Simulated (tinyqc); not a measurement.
Inside a calculation. Model: ferroelectric switching, Landau-Khalatnikov equation.

Computed by the program tinyqc: `OMP_NUM_THREADS=1 python tinyqc.py 2860062 2860063 out.jsonl`, one thread of a shared Intel Xeon 2.30GHz, about 0.01 s for the whole run. Printed values are rounded.

One domain: rho dP/dt = E - (2 al P + 4 be P^3), with al = -3 sqrt(3) Ec/(4 Pr), be = 3 sqrt(3) Ec/(8 Pr^3), so that the static loop has remanence Pr and coercive field Ec. With P in uC/cm^2, E in kV/cm, rho in ohm m and t in ns, dP/dt = [E - 2 al P - 4 be P^3]/(100 rho).

Inputs (values chosen for the exercise); remanent polarisation and coercive field close to those of a vinylidene fluoride copolymer films:
- Pr = 8.2 uC/cm^2 (remanent polarisation)
- Ec = 470 kV/cm (static coercive field)
- rho = 0.5 ohm m (viscosity of the polarisation)
- Em = 1100 kV/cm (field amplitude)
- dt = 0.054 ns (time step)

## Landau coefficients and time scales

al = -3 sqrt(3) Ec/(4 Pr), be = 3 sqrt(3) Ec/(8 Pr^3). Relaxation time at remanence tau = 100 rho/(-4 al); final state: the largest root Pf of 2 al P + 4 be P^3 = Em; relaxation time there 100 rho/(2 al + 12 be Pf^2).

al = -74.45706 kV cm/uC
be = 0.5536664 kV cm^5/uC^3
tau = 0.1678820 ns
Pf = 10.66771 uC/cm^2
relaxation time at Pf = 0.08234885 ns

## Step 1: one time step

P at t = 0 = -8.2 uC/cm^2

The constant field E = Em acts from t = 0. Explicit Euler: P(new) = P + dt dP/dt(P).

dP/dt = 22 uC/(cm^2 ns)
P after step 1 = -7.012 uC/cm^2

## Step 2: one time step

As before.

dP/dt = 16.38716 uC/(cm^2 ns)
P after step 2 = -6.127093 uC/cm^2

## Step 3: one time step

As before.

dP/dt = 13.94008 uC/(cm^2 ns)
P after step 3 = -5.374329 uC/cm^2

## Course of the switching

P starts at -Pr. The reference is a fourth-order Runge-Kutta run with 40 substeps a step; the run counts as sound if it ends within 1 % of Pf.

Course of the iteration:
```
step  t (ns)  P (uC/cm^2)  reference (uC/cm^2)
1      0.054       -7.012            -7.164131
2      0.108    -6.127093            -6.326010
3      0.162    -5.374329            -5.589010
4      0.216    -4.679385            -4.898066
5       0.27    -3.998883            -4.215348
6      0.324    -3.301063            -3.509738
7      0.378    -2.557925            -2.751266
8      0.432    -1.741278            -1.907724
9      0.486   -0.8206951           -0.9429453
10      0.54    0.2366369            0.1818985
11     0.594     1.462663             1.500219
12     0.648     2.878414             3.018973
...      ...          ...                  ...
21     1.134     10.65487             10.58672
22     1.188     10.66328             10.62548
23     1.242     10.66618             10.64574
24     1.296     10.66718             10.65629
25      1.35     10.66753             10.66178
26     1.404     10.66765             10.66463
27     1.458     10.66769             10.66611
28     1.512     10.66770             10.66688
29     1.566     10.66771             10.66728
30      1.62     10.66771             10.66749
31     1.674     10.66771             10.66759
32     1.728     10.66771             10.66765
```

P first turns positive at t = 0.54 ns among the steps, the reference at 0.54 ns (exactly 0.532 ns); the last value is within 0.01 % of Pf. The largest gap to the reference is 0.28 uC/cm^2.
